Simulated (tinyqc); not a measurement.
# From aspect ratio reached by the front in time t back to precursor pressure p

Model: atomic layer deposition: Langmuir saturation, growth per cycle and coating of deep features. Computed by tinyqc, a small Python program. Command: `OMP_NUM_THREADS=1 python tinyqc.py 3010286 3010287 out.jsonl ald inv`. One thread of a shared host (Intel(R) Xeon(R) Processor @ 2.30GHz), about 0.01 s of CPU time with the checks.

Precursor A sticks only on free sites, so a long enough pulse saturates; co-reactant B then frees the sites again.

Inputs (values chosen for the exercise, modelled on zinc oxide from diethylzinc and water):
```
quantity                                  value    unit
precursor mass M                            124       u
site density q                                7  1/nm^2
sticking probability beta on free sites  0.0065       -
temperature T                               125       C
pulse time t                              0.011       s
desorption energy E_d                      1.56      eV
aspect ratio a                              100       -
```

Feature: round hole.

Constants: u = 1.6605390666e-27 kg; k_B = 1.380649e-23 J/K; k_B = 8.617333262e-05 eV/K.

Method:
- Wall flux F = p/sqrt(2 pi M k_B T); rate of filling k_a = beta F/q; desorption k_d = 1e13 exp(-E_d/(k_B T)) per second. 1/m^2 = 1e-18/nm^2.
- Temperatures in kelvin are T(C) + 273.15.
- Diffusion-limited filling (Gordon) of a round hole of diameter w: a saturation front at depth z needs dz/dt = D_K n/(z (4q/w)), with Knudsen D_K = w c/3 and F = n c/4; including the entrance and floor terms, t = (q/F)(1 + 19a/4 + 3a^2/2). Reaction-limited filling needs ln(100)/k_a at any depth, k_a = beta F/q. Flow is molecular. The front picture holds when the modulus a sqrt(beta) is well above 1.
- Depth reached by the given pulse: solve the same formula for a. Exposure = p x diffusion-limited time; 1 langmuir = 1.33322e-4 Pa s.

Task: A run gave the result below. Find the precursor pressure p, known to lie between 3.9 and 8.1 Pa.

aspect ratio reached by the front in time t = 6.168436

Result:

Each step takes the trial c = (a f_b - b f_a)/(f_b - f_a), f being the result less the target and a, b, c the logarithms of the listed values; c replaces end b, the old b replaces a if the sign of f changed, and otherwise f_a is halved.

Scan of the range:
```
precursor pressure p (Pa)  aspect ratio reached by the front in time t
3.90                                                           5.50810
4.41                                                           5.94156
4.98                                                           6.39820
5.62                                                           6.88162
6.35                                                           7.40131
7.17                                                           7.95136
8.10                                                           8.53909
```

False position (Illinois rule, in the logarithm of the input) inside the bracket:
```
step    end a    end b    trial  aspect ratio reached by the front in time t
1     4.41000  4.98000  4.68454                                      6.16486
2     4.98000  4.68454  4.68893                                      6.16838
3     4.98000  4.68893  4.68907                                      6.16849
4     4.68893  4.68907  4.68900                                      6.16844
```

Aspect ratio reached by the front in time t rises at every point of a 13-point scan of the range (every second point is shown), so one value fits; it is bracketed by 4.41 and 4.98. Answer: precursor pressure p = 4.689 Pa.

Caution: the pulse is shorter than ln(100)/k_a, so even the open surface is not saturated and the depth reached has no meaning. Caution: the depth reached is formal here: it is under 2/sqrt(beta), so no sharp front has formed.
